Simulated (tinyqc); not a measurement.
# Worked calculation: band bending at a free surface with one surface level, surface photovoltage and Kelvin probe

tinyqc, about 0.01 s, one thread, Intel Xeon 2.30GHz (shared host): `OMP_NUM_THREADS=1 python tinyqc.py 2430131 2430132 out.jsonl` Printed values are rounded.

n-type bulk, xi = Ec - EF = Vt ln(Nc/Nd), p0 = ni^2/Nd, ni = sqrt(Nc Nv) exp(-Eg/(2 Vt)), Eg in volts. b is the upward band bending, u = b/Vt. Space charge per area, in units of q: Qc = sign(b) sqrt((2 eps0 eps_r Vt/q) [(Nd + dn)(exp(-u) - 1) + Nd u + (p0 + dn)(exp(u) - 1)]), with dn the excess density under light (flat quasi-Fermi levels; 0 in the dark). The level holds -Ns f, f = 1/(1 + exp((xi + b - Es)/Vt)). Neutrality: Qc + Qf + (charge of the states) = 0.

Parameters, values chosen for the exercise; band and dielectric values close to those of gallium arsenide: temperature T = 300 K; band gap Eg = 1.42 eV; relative permittivity eps_r = 12.9; conduction-band density of states at T Nc = 4.37e17 cm^-3; valence-band density of states at T Nv = 9.05e18 cm^-3; electron affinity chi = 3.99 eV; donor density Nd = 1.1e15 cm^-3; fixed positive charge at the surface Qf = 2.2e10 cm^-2; work function of the probe tip pt = 4.22 eV; density of an acceptor-like surface level Ns = 2.4e11 cm^-2; its depth below the conduction edge Es = 0.39 eV; excess carrier density under light dn = 4.8e11 cm^-3.

Constants: q = 1.602176634e-19 C, kB = 1.380649e-23 J/K, Vt = kB T/q, eps0 = 8.8541878128e-14 F/cm where lengths are in cm. Results are converted to the units shown.

## Bulk quantities

xi, ni, p0, the Debye length sqrt(eps0 eps_r Vt/(q Nd)) and the flat-band work function chi + xi.

xi = 0.154714 eV
ni = 2.35012e6 cm^-3
p0 = 0.00502097 cm^-3
Debye length = 129.439 nm
chi + xi = 4.14471 eV

## Charges against band bending

b, point 0 to 6 (V): [0.076, 0.126, 0.177, 0.227, 0.278, 0.328, 0.379]

Evaluate Qc, the surface charge Qf - Ns f and their sum in the dark; the root lies where the sum changes sign.

```
point  Qc (cm^-2)  surface charge (cm^-2)  sum (cm^-2)
0      2.84244e10             -2.17495e11  -1.89070e11
1      3.96711e10             -2.14549e11  -1.74877e11
2      4.86929e10             -1.95211e11  -1.46518e11
3      5.61678e10             -1.17067e11  -6.08992e10
4      6.28859e10             -1.65926e10   4.62934e10
5      6.88391e10              1.55314e10   8.43705e10
6      7.44224e10              2.10790e10   9.55014e10
```

The sum rises steadily with b, so there is one root; bisection gives b = 0.25243 V.

## Work function and Kelvin-probe reading

converged b = 0.252427 V

Work function chi + xi + b; contact potential difference CPD = (work function of the sample) - pt. Depth of EF below Ec at the surface: xi + b. Depletion width Qc/Nd.

xi + b = 0.407142 eV
Qc = 5.96119e10 cm^-2
Qc/Nd = 541.926 nm
work function = 4.39714 eV
CPD = 177.142 mV

The level is 34.0 % filled: the Fermi level is pinned at it.

## Surface photovoltage

Under chopped light the surface charge keeps its dark value, so b falls to bL with Qc(bL, dn) = Qc(b, 0); the photovoltage is b - bL. Qc rises with b, so bL follows by bisection.

bL = 0.211748 V
photovoltage = 40.6793 mV
share of b removed = 16.1152 %
excess holes at the surface, dn exp(bL/Vt) = 1.73162e15 cm^-3
